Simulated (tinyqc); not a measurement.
Charge-trap memory cell: one step of the calculation.

Channel, tunnel oxide, storage layer, blocking layer, gate. N electrons per area sit in a sheet at the centroid and shift the threshold by U = (q/eps0) N (tb/eb + xc tn/en). EOT = t1 + 3.9 (tn/en + tb/eb); tunnel field F = (Vg - U)/EOT; dN/dt = eta (J/q)(1 - N/Nm). Fowler-Nordheim: J = A F^2 exp(-B/F), A = q^2/(16 pi^2 hbar mo phi) (times 1e14 for A/cm^2 with F in V/nm, emitter mass m0), B = (4/3) sqrt(mo/C) phi^1.5, C = hbar^2/(2 m0).

Question. Midpoint steps of growing length. N(half) = N + (d/2) r(N), N(new) = N + d r(N(half)), r = dN/dt; the step starts at d0 and is multiplied by gr each time. Field in the blocking layer (3.9 F + q N/eps0)/eb.

Parameters, values chosen for the exercise; oxide values close to those of silicon dioxide, storage layer close to silicon nitride, blocking layer close to aluminium oxide:
- phi = 3.07 eV (tunnel barrier)
- mo = 0.43 m0 (tunnelling mass)
- t1 = 4.1 nm (tunnel oxide (permittivity 3.9))
- tn = 7 nm (storage layer)
- en = 7.6 (its relative permittivity)
- tb = 9.5 nm (blocking layer)
- eb = 9 (its relative permittivity)
- xc = 0.66 (charge centroid, share of tn counted from the blocking side)
- eta = 0.79 (capture efficiency of an empty layer)
- Nm = 1.2e13 cm^-2 (trap density)
- Vg = 12.5 V (gate voltage less flat band and surface potential)
- d0 = 2.9e-6 s (first time step)
- gr = 1.4 (growth of the step)
- n = 10 (steps)

Constants: q = 1.602176634e-19 C, hbar = 1.054571817e-34 J s, m0 = 9.1093837015e-31 kg, eps0 = 8.8541878128e-14 F/cm where lengths are in cm, hbar^2/(2 m0) = 0.0380998212 eV nm^2. Results are converted to the units shown.

Give: t; N; U; F; blocking field.

Answer.

```
step     t (s)  N (cm^-2)  U (V)  F (V/nm)  blocking field (V/nm)
0            0          0  0.000     1.059                 0.4587
1     2.900e-6   2.241e11  0.067     1.053                 0.4607
2     6.960e-6   4.886e11  0.147     1.046                 0.4631
3     1.264e-5   7.912e11  0.238     1.038                 0.4659
4     2.060e-5   1.128e12  0.339     1.030                 0.4689
5     3.174e-5   1.492e12  0.449     1.021                 0.4722
6     4.734e-5   1.878e12  0.565     1.011                 0.4757
7     6.917e-5   2.278e12  0.686     1.000                 0.4793
8     9.974e-5   2.687e12  0.809     0.990                 0.4830
9     1.425e-4   3.101e12  0.933     0.979                 0.4868
10    2.025e-4   3.515e12  1.058     0.969                 0.4905
```

Range of the model: The Fowler-Nordheim form needs F t1 above phi; trap-assisted paths and leakage through the blocking layer are left out.

tinyqc, about 0.04 s, one thread, Intel Xeon 2.30GHz (shared host): `OMP_NUM_THREADS=1 python tinyqc.py 2130078 2130079 out.jsonl`
